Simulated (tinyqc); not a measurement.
Inside a calculation: effective mass of the conduction band from tabulated energies. Values are carried at full precision from step to step, so a last printed digit may differ when a step is redone from the rounded ones.

c = hbar^2/2m0. A uniform scatter of up to 0.3 meV has been added to mimic numerical noise.
Constants: hbar^2/2m0 = 3.80998211 eV angstrom^2; kB = 8.617333262e-05 eV/K.

Parameters, chosen for this exercise (out of a larger set: band of an eight-band Kane model near InSb; not measured data): T = 300 K (temperature).

## Finite differences

Energies along [111], from the band edge:
```
k (1/angstrom)  E (meV)
0.00000          0.0000
0.00180          1.0006
0.00360          3.3097
0.00540          8.0074
0.00720         13.4842
0.00900         21.0545
0.01080         29.0635
0.01260         38.4377
0.01440         48.5426
```

reference mass (curvature of the model at k = 0.0001 1/angstrom) = 0.01360 m0

The band is even in k. m = c k^2/E(k) from the points 1, 2, 4 (k = 0 is point 0); Richardson from points 1 and 2: c/m = [16 E(k1) - E(k2)]/(12 k1^2).

m from points 1, 2, 4 (m0): 0.01234  0.01492  0.01465

m by Richardson = 0.01166 m0

Errors against the reference: -9.29, +9.70 and +7.70 % and -14.24 %. The extrapolation does not help: a scatter of 0.3 meV is 30 % of the first energy, and the formula weights that point by 4/3.

## Least squares over all points

Fit E = a k^2 (a = sum k^2 E/sum k^4), then E = a k^2 + b k^4 from the normal equations; E in eV; m = c/a.

sums of k^4, k^6, k^8: 9.2085e-08  1.5202e-11  2.7202e-15

sums of k^2 E, k^4 E: 2.2242e-05  3.6332e-09

a, one term = 241.54 eV angstrom^2

a and b, two terms: 271.9  -1.840e+05

m, one and two terms (m0): 0.01577  0.01401

The parabola over all points errs by +16.0 % because the weights k^4 favour the outer points; the second term brings the error to +3.0 %.

## The non-parabolic form

E (1 + alpha E) = c k^2/m means that y = c k^2/E is a straight line in E with intercept m and slope m alpha. Fit the line by unweighted least squares over points 1 to 8, E in eV.

y (m0): 0.01234  0.01492  0.01387  0.01465  0.01466  0.01529  0.01574  0.01628

m = 0.01352 m0
alpha = 4.331 1/eV

The intercept errs by -0.56 %. The scatter of the first points, divided by small energies, tilts an unweighted line. The model has Eg = 0.235 eV, and for two bands alpha is near 1/Eg = 4.26 1/eV.

## Which mass for which use

From the fitted m and alpha: momentum mass at energy E, m (1 + 2 alpha E); curvature mass m (1 + 2 alpha E)^3; thermal factors to first order in alpha kT: density of states Nc (1 + 15 alpha kT/4), conductivity mass m (1 + 5 alpha kT). Take E = 3 kT/2.

alpha kT = 0.1120
momentum mass = 0.01807 m0
curvature mass = 0.03224 m0
factor on Nc = 1.4198
thermal conductivity mass = 0.02110 m0

alpha kT is not small, so first order is only a guide.

## Checks

- Two-term fit by normal equations against a least-squares routine: both 271.919.

Run: tinyqc, `OMP_NUM_THREADS=1 python tinyqc.py 1880691 1880692 out.jsonl`; Intel(R) Xeon(R) Processor @ 2.30GHz, one thread, shared host; about 0.01 s of CPU time with all checks.
